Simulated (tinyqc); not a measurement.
One-sided p+-n junction, ionisation integral and breakdown: one step of the calculation.

A p+ layer at x < 0 and an n drift layer from x = 0. Depletion approximation, built-in voltage neglected. Local ionisation coefficients alpha_n = an exp(-(bn/E)^mx), alpha_p = ap exp(-(bp/E)^mx). Electrons move towards +x, holes towards x = 0.

Problem. Field and ionisation coefficients on a grid. W = sqrt(2 eps0 eps_r V/(q N)), peak field E0 = q N W/(eps0 eps_r), falling linearly to 0 at W. Grid: 12 equal steps from 0 to fr W.

Parameters, values chosen for the exercise; material values close to those of germanium:
- eps_r = 16.1 (relative permittivity)
- an = 1.56e7 1/cm (prefactor of the electron ionisation coefficient)
- bn = 1.64e6 V/cm (field constant for electrons)
- ap = 9.54e6 1/cm (prefactor of the hole ionisation coefficient)
- bp = 1.27e6 V/cm (field constant for holes)
- mx = 1 (exponent)
- N = 3.6e14 cm^-3 (donor density of the drift layer)
- V = 317 V (reverse voltage)
- fr = 0.5 (share of the depleted width that the grid covers)

Constants: q = 1.602176634e-19 C, eps0 = 8.8541878128e-14 F/cm where lengths are in cm. Results are converted to the units shown.

Find: W; x; E; alpha_n; alpha_p.

Solution.

W = 39.585 um

```
point,x (um),E (kV/cm),alpha_n (1/cm),alpha_p (1/cm)
0,0.000,160.16,557.38,3434.4
1,1.649,153.49,357.11,2432.9
2,3.299,146.82,219.73,1670.3
3,4.948,140.14,129.08,1106.4
4,6.597,133.47,71.905,703.26
5,8.247,126.80,37.661,426.21
6,9.896,120.12,18.358,244.32
7,11.545,113.45,8.2233,131.18
8,13.195,106.78,3.3317,65.164
9,14.844,100.10,1.1967,29.488
10,16.494,93.429,0.37132,11.915
11,18.143,86.755,0.096234,4.1876
12,19.792,80.082,0.019915,1.2364
```

Numbers from tinyqc (`OMP_NUM_THREADS=1 python tinyqc.py 2120048 2120049 out.jsonl`; about 0.05 s on one thread of a shared Intel Xeon 2.30GHz).
